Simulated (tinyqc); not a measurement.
# Inductance and parasitic capacitance from two readings

Problem. A loss-free coil L in parallel with C shows the apparent inductance L/(1 - w^2 L C), w = 2 pi f. Find L, C and the self-resonance 1/(2 pi sqrt(L C)).

apparent inductance at 4.7 and 7.7 GHz (nH): [1.3942457, 2.5371546]

Solution. The inverse of the reading is 1/L - w^2 C, a straight line in w^2.

L = 1.10 nH
C = 220 fF
self-resonance = 10.2 GHz

Program tinyqc, `OMP_NUM_THREADS=1 python tinyqc.py 2302112 2302113 out.jsonl`; Intel Xeon 2.30GHz, shared host, one thread, about 0.01 s.
